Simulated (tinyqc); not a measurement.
Admittance spectroscopy of a deep trap: two steps of the calculation.

Schottky contact on an n-type layer with shallow donors Nd (all ionised) and a donor-like deep trap, neutral when filled and positive when empty; depletion approximation. Traps within lam of the depletion edge stay filled. The traps at xt = W - lam, where the level crosses the Fermi level, follow a slow signal and not a fast one. w = 2 pi f.

Inputs (values chosen for the exercise); material values close to those of 4H silicon carbide: relative permittivity eps_r = 9.72; conduction-band density of states at 300 K Nc = 1.7e19 cm^-3; thermal velocity at 300 K vth = 1.9e7 cm/s; shallow donor density Nd = 7e15 cm^-3; built-in voltage Vbi = 1.24 V; depth of the trap below the conduction edge Et = 0.54 eV; capture cross-section sn = 4e-15 cm^2; trap density Nt = 2.4e15 cm^-3; reverse bias Vr = 0.5 V; signal frequency f = 440 Hz; temperature T = 287 K.

Constants: q = 1.602176634e-19 C, kB = 1.380649e-23 J/K, eps0 = 8.8541878128e-14 F/cm where lengths are in cm. Results are converted to the units shown.

Task 1. Widths and limiting capacitances. lam = sqrt(2 eps0 eps_r (EF - ET)/(q Nd)), EF - ET = Et - (kB T/q) ln(Nc(T)/Nd), Nc(T) = Nc (T/300 K)^1.5. In the steady state at the band bending V, 2 eps0 eps_r V/q = Nd W^2 + Nt (W - lam)^2 (the second term only if W > lam). V = Vbi + Vr. C_HF = eps0 eps_r/W, C_LF = eps0 eps_r (Nd + Nt)/(Nd W + Nt xt).

Find: lam; W; xt; C_HF; C_LF.

Result 1.

lam = 231.4 nm
W = 493.5 nm
xt = 262.1 nm
C_HF = 17.44 nF/cm^2
C_LF = 19.81 nF/cm^2

The step is 13.6 % of C_HF.

Task 2. Admittance at the signal frequency. Emission rate en = sn vth(T) Nc(T) exp(-Et/kB T) = sn g T^2 exp(-Et/kB T), g = vth Nc/(300 K)^2, as vth goes as T^0.5 and Nc as T^1.5 (degeneracy factor 1). Inflection frequency w0 = 2 en [1 + Nt xt/(Nd W)]; C = C_HF + (C_LF - C_HF)/(1 + (w/w0)^2), G/w = (C_LF - C_HF)(w/w0)/(1 + (w/w0)^2).

W = 493.45589 nm
xt = 262.06693 nm
C_HF = 17.440810 nF/cm^2
C_LF = 19.812866 nF/cm^2

Give: en; w0/(2 pi); C; G/w.

Result 2.

en = 389.3 1/s
w0/(2 pi) = 146.5 Hz
C = 17.68 nF/cm^2
G/w = 0.7109 nF/cm^2

The signal is faster than the trap, which mostly does not follow it.

Computed by the program tinyqc: `OMP_NUM_THREADS=1 python tinyqc.py 2050123 2050124 out.jsonl`, one thread of a shared Intel Xeon 2.30GHz, about 0.01 s for the whole run.
